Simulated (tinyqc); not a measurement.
Raman shift of the zone-centre optical phonon of a diamond-structure crystal under stress: one step, computed by the program tinyqc.

Axes x, y, z are the cube axes. Strain shifts the threefold optical mode and can split it; p, q and r are the phonon deformation potentials.

Task: Secular matrix and shifts. Secular matrix: M_xx = p eps_xx + q (eps_yy + eps_zz), M_xy = 2 r eps_xy; its eigenvalues are omega^2 - omega_0^2, and the shifts are these over 2 omega_0.

Inputs (values chosen for the exercise, for a model crystal):
```
quantity                      value  unit
unstrained frequency omega_0    614  1/cm
p/omega_0^2                   -1.68     -
q/omega_0^2                   -2.55     -
r/omega_0^2                   -1.05     -
```

Stress state: biaxial. Axis: [111].

strain (per mille):
```
            x           y           z
x  -0.1697531   0.2211500   0.2211500
y   0.2211500  -0.1697531   0.2211500
z   0.2211500   0.2211500  -0.1697531
```

Give: M/(2 omega_0); shifts, in rising order.

Result:

M/(2 omega_0) (1/cm):
```
         x        y        z
x   0.3533  -0.1426  -0.1426
y  -0.1426   0.3533  -0.1426
z  -0.1426  -0.1426   0.3533
```

shifts, in rising order (1/cm): 0.0682  0.4959  0.4959
